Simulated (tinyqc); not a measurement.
What each parameter does: thresholds of impact ionisation and Auger recombination from band masses.

Parabolic bands, no phonon. At threshold the three slow carriers share one velocity. With M their total mass and m4 the mass of the fast carrier, the fast carrier has the kinetic energy E_T = G M/(M - m4) and the slow ones together E_a = G m4/(M - m4), the activation energy of the Auger rate. CCCH (fast electron): G = Eg, M = 2 me + mh, m4 = me. CHHS (hole into the split-off band): G = Eg - Dso, M = 2 mh + me, m4 = ms; this form holds for Eg > Dso (below, the process needs about Dso - Eg and is marked by a dash). CHHL (hole into the light band): G = Eg, M = 2 mh + me, m4 = ml. CHHH (fast heavy hole): G = Eg, M = 2 mh + me, m4 = mh.

Non-parabolic fast electron: E (1 + alpha E) = c k^2/me with alpha = (1 - me)^2/Eg; the slow carriers stay parabolic, so E_T = Eg + me E_T (1 + alpha E_T)/M, M = 2 me + mh (the root between Eg and 1.9 Eg).

Constants: kB = 8.617333262e-05 eV/K.

Inputs chosen for the exercise (near those of InAs, gap at low temperature and not tied to T; the results hold for these values, not for the real material): Eg = 0.41 eV (gap at Gamma to the s-like level); Dso = 0.398 eV (spin-orbit splitting); me = 0.0253 m0 (electron mass at Gamma); mh = 0.43 m0 (heavy-hole mass); ms = 0.139 m0 (split-off mass); ml = 0.027 m0 (light-hole mass); T = 400 K (temperature).

Activation energies.

Results for these values:
```
case  CCCH (meV)  CCCH non-parabolic (meV)  CHHL (meV)
base       22.78                     50.03       12.90
```

What happens to each result for me = 0.0278 m0, all else kept?

Answer: CCCH rises from 22.78 to 24.90; CCCH non-parabolic rises from 50.03 to 55.19; CHHL falls from 12.90 to 12.86.

The same for each parameter in turn:
```
case             CCCH (meV)  CCCH non-parabolic (meV)  CHHL (meV)
base                  22.78                     50.03       12.90
Eg = 0.451 eV         25.06                     55.04       14.19
Dso = 0.3582 eV       22.78                     50.03       12.90
me = 0.0278 m0        24.90                     55.19       12.86
mh = 0.387 m0         25.16                     56.04       14.33
ms = 0.1251 m0        22.78                     50.03       12.90
ml = 0.0297 m0        22.78                     50.03       14.23
```

(tinyqc, `OMP_NUM_THREADS=1 python tinyqc.py 1880106 1880107 out.jsonl`, Intel(R) Xeon(R) Processor @ 2.30GHz, 1 thread, shared host, about 0.01 s.)
